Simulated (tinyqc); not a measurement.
Thermal stress, cracking, delamination and buckling of a thin film; Griffith cracks and misfitting inclusions: one step, computed by the program tinyqc. Command: `OMP_NUM_THREADS=1 python tinyqc.py 3018547 3018548 out.jsonl filmcrack walk`. One thread of a shared host (Intel(R) Xeon(R) Processor @ 2.30GHz), about 0.01 s of CPU time with the checks.

Isotropic linear elasticity; the substrate is much thicker than the film; stress is positive in tension.

Question. A misfitting inclusion. Film material fills a sphere of radius R in the substrate, with the misfit e = thermal strain (it wants to shrink if e > 0). Radial stress at the wall s0 = e/[(1 - 2 nu)/E + (1 + nu_s)/(2 E_s)]; inside it is uniform and hydrostatic; outside s_rr = s0 (R/r)^3, s_tt = -s_rr/2. Keep-out radius: where |s_rr| falls to 10 MPa (R if it is lower at the wall).

Inputs (values chosen for the exercise, for a model film):

| quantity | value | unit |
|---|---|---|
| film Young's modulus E | 217 | GPa |
| film Poisson ratio nu | 0.19 | - |
| deposition temperature T_d | 650 | K |
| final temperature T | 300 | K |
| substrate Young's modulus E_s | 154 | GPa |
| substrate Poisson ratio nu_s | 0.24 | - |
| inclusion radius R | 0.65 | micrometre |

Inclusion: sphere.

thermal strain = 3.08e-04

Give: radial stress at the wall s0; mean stress inside; keep-out radius.

Answer.

radial stress at the wall s0 = 44.747 MPa

mean stress inside = 44.747 MPa

keep-out radius = 1.0711 micrometre

The stress does not depend on R; its reach scales with R.
